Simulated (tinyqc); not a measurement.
RHF in the sto-3g basis, for H6, spin multiplicity 1, step by step. One step of it, computed by the program tinyqc.

Task: Iteration 2: diagonalisation and new density. Diagonalise F' = X^T F X, C = X C', fill 3 alpha and 3 beta electrons from the bottom; D = 2 C_occ C_occ^T. Each column has its largest component positive (the first on a tie).

extrapolated F (hartree):
```
           1H 1s      2H 1s      3H 1s      4H 1s      5H 1s      6H 1s
1H 1s  -0.327651  -0.444867  -0.131281  -0.021226  -0.001299  -0.009289
2H 1s  -0.444867  -0.404179  -0.327047  -0.067474   0.006594  -0.001519
3H 1s  -0.131281  -0.327047  -0.187444  -0.291336  -0.062171   0.001860
4H 1s  -0.021226  -0.067474  -0.291336  -0.153930  -0.223708  -0.029398
5H 1s  -0.001299   0.006594  -0.062171  -0.223708  -0.071918  -0.334834
6H 1s  -0.009289  -0.001519   0.001860  -0.029398  -0.334834  -0.087434
```

X:
```
           1H 1s      2H 1s      3H 1s      4H 1s      5H 1s      6H 1s
1H 1s   1.091379  -0.268305   0.035199  -0.007117   0.000896  -0.000185
2H 1s  -0.268305   1.135434  -0.188328   0.036524  -0.004402   0.000895
3H 1s   0.035199  -0.188328   1.138047  -0.278886   0.036553  -0.007111
4H 1s  -0.007117   0.036524  -0.278886   1.138170  -0.188576   0.035198
5H 1s   0.000896  -0.004402   0.036553  -0.188576   1.135288  -0.267898
6H 1s  -0.000185   0.000895  -0.007111   0.035198  -0.267898   1.091119
```

Give: F' = X^T F X; orbital energies; coefficients C; D after iteration 2.

Result:

F' = X^T F X (hartree):
```
         1        2        3        4        5        6
1  -0.1628  -0.3647   0.0001  -0.0117   0.0003  -0.0100
2  -0.3647  -0.1551  -0.3090   0.0536   0.0061  -0.0009
3   0.0001  -0.3090   0.0436  -0.3107   0.0412  -0.0085
4  -0.0117   0.0536  -0.3107   0.0603  -0.2739   0.0915
5   0.0003   0.0061   0.0412  -0.2739   0.1905  -0.4038
6  -0.0100  -0.0009  -0.0085   0.0915  -0.4038   0.0881
```

orbital energies (hartree): MO1 -0.6148, MO2 -0.3392, MO3 -0.2116, MO4 0.0829, MO5 0.4155, MO6 0.7318

coefficients C:
```
          MO1      MO2      MO3      MO4      MO5      MO6
1H 1s  0.4474  -0.1879   0.3792   0.7662  -0.5227   0.1581
2H 1s  0.5748  -0.1264   0.0328  -0.5635   0.7964  -0.3143
3H 1s  0.3000   0.1983  -0.4382  -0.3848  -0.7675   0.5937
4H 1s  0.0736   0.4308  -0.3942   0.5822   0.3029  -0.7964
5H 1s  0.0153   0.4751   0.2772   0.1005   0.4619   0.9335
6H 1s  0.0079   0.3548   0.5168  -0.3745  -0.5015  -0.6920
```

D after iteration 2:
```
         1H 1s    2H 1s    3H 1s    4H 1s    5H 1s    6H 1s
1H 1s   0.7584   0.5867  -0.1384  -0.3950   0.0454   0.2657
2H 1s   0.5867   0.6949   0.2661  -0.0501  -0.0843  -0.0466
3H 1s  -0.1384   0.2661   0.6427   0.5605  -0.0453  -0.3074
4H 1s  -0.3950  -0.0501   0.5605   0.6928   0.1931  -0.1006
5H 1s   0.0454  -0.0843  -0.0453   0.1931   0.6055   0.6238
6H 1s   0.2657  -0.0466  -0.3074  -0.1006   0.6238   0.7860
```
